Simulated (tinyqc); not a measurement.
# Inputs raised by 5 %, one at a time

Model: polytypes and stacking faults of a tetrahedral semiconductor in an axial Ising model with couplings up to third neighbours. Computed by tinyqc, a small Python program. Command: `OMP_NUM_THREADS=1 python tinyqc.py 3010013 3010014 out.jsonl polytype sens`. One thread of a shared host (Intel(R) Xeon(R) Processor @ 2.30GHz), about 0.03 s of CPU time with the checks.

Each double layer has s = +1 or -1 for the sense of its stacking step; E per pair of atoms = E0 - sum_n J_n <s_i s_(i+n)>, n = 1, 2, 3. Hexagonality h = (1 - <s_i s_(i+1)>)/2.

Inputs (values chosen for the exercise, of the order of those of silicon for J, a, G and the gaps):
```
quantity                                    value      unit
J1                                           10.9  meV/pair
J2                                         -0.812  meV/pair
J3                                          -0.24  meV/pair
basal lattice constant a                     3.84  angstrom
shear modulus G                              70.8       GPa
Poisson ratio nu                              0.2         -
binding energy of the fault level E_b        0.12        eV
in-plane mass m                              0.34        m0
effective density of states N_c at 300 K  2.2e+19    1/cm^3
electron density n                        1.9e+19    1/cm^3
temperature T                                 400         K
```

Host polytype: 3C.

fault coefficients k_n:
```
               J1  J2  J3
intrinsic       4   4   4
extrinsic       4   8   8
twin boundary   2   4   6
```

Constants: 1 eV/angstrom^2 = 16.02176634 J/m^2; m_0 = 9.1093837015e-31 kg; hbar = 1.054571817e-34 J s; k_B = 1.380649e-23 J/K; k_B = 8.617333262e-05 eV/K.

Method:
- Faults in 3C: the sequences intrinsic (-), extrinsic (--), twin boundary (+ turns to -) are put between perfect repeats; k_n = (layers x C_n of the host) - sum_i s_i s_(i+n). gamma = sum k_n J_n/A, A = (sqrt 3/2) a^2; 1 meV/angstrom^2 = 16.02177 mJ/m^2.
- Screw line, bounded by the intrinsic fault of energy gamma: b = a, partials b_p = a/sqrt 3; d = G b_p^2 (2 - 3 nu)/(8 pi gamma (1 - nu)). One partial is driven off by the shear stress gamma/b_p along its Burgers vector.
- The fault binds electrons in a two-dimensional band E_b below the conduction edge, g2 = m m0/(pi hbar^2) for one valley. With the Fermi level held by the bulk, eta = ln[n/N_c(T)], N_c(T) = N_c (T/300)^1.5, the grand potential falls by g2 (k_B T)^2 F1(x), x = eta + E_b/(k_B T), F1(x) = integral from 0 to infinity of ln(1 + exp(x - t)) dt; sheet density g2 k_B T ln(1 + e^x). Band bending by the trapped charge is left out, so the gain is an upper bound.
- Net fault energy = gamma of the intrinsic fault less the electronic gain.

Runs; columns: (1) input moved; (2) from; (3) to; (4) energy of the glide fault, intrinsic (mJ/m^2); (5) splitting width d (nm); (6) electronic gain (mJ/m^2); (7) sheet density (1/cm^2):
```
(1)                                     (2)      (3)     (4)     (5)     (6)         (7)
base run                                  -        -  49.423  4.9028  1.5695  1.4475e+13
J1 (meV/pair)                          10.9   11.445  52.158  4.6457  1.5695  1.4475e+13
J2 (meV/pair)                        -0.812  -0.8526  49.219  4.9231  1.5695  1.4475e+13
J3 (meV/pair)                         -0.24   -0.252  49.362  4.9088  1.5695  1.4475e+13
basal lattice constant a (angstrom)    3.84    4.032  44.828  5.9594  1.5695  1.4475e+13
shear modulus G (GPa)                  70.8    74.34  49.423  5.1480  1.5695  1.4475e+13
in-plane mass m (m0)                   0.34    0.357  49.423  4.9028  1.6480  1.5198e+13
temperature T (K)                       400      420  49.423  4.9028  1.5278  1.4042e+13
```

Exponents ln(y'/y) / ln(x'/x):
```
input                     energy of the glide fault, intrinsic  splitting width d  electronic gain  sheet density
J1                                                       1.104             -1.104            0.000          0.000
J2                                                      -0.085              0.085            0.000          0.000
J3                                                      -0.025              0.025            0.000          0.000
basal lattice constant a                                -2.000              4.000            0.000          0.000
shear modulus G                                          0.000              1.000            0.000          0.000
in-plane mass m                                          0.000              0.000            1.000          1.000
temperature T                                            0.000              0.000           -0.552         -0.622
```

To which inputs is each result most sensitive?

Among the inputs moved here: energy of the glide fault, intrinsic answers most in size to basal lattice constant a (exponent -2.000), next to J1 (+1.104); its exponent is below 0.0005 for shear modulus G, in-plane mass m, temperature T. Its exponent -2.000 in basal lattice constant a: energy per area of the basal cell. Splitting width d answers most in size to basal lattice constant a (exponent +4.000), next to J1 (-1.104); its exponent is below 0.0005 for in-plane mass m, temperature T. electronic gain answers most in size to in-plane mass m (exponent +1.000), next to temperature T (-0.552); its exponent is below 0.0005 for J1, J2, J3, basal lattice constant a, shear modulus G. Its exponent +1.000 in in-plane mass m: the two-dimensional density of states. Sheet density answers most in size to in-plane mass m (exponent +1.000), next to temperature T (-0.622); its exponent is below 0.0005 for J1, J2, J3, basal lattice constant a, shear modulus G.

Caution (all rows): the bulk is near degeneracy, where eta = ln(n/N_c) underestimates the Fermi level.
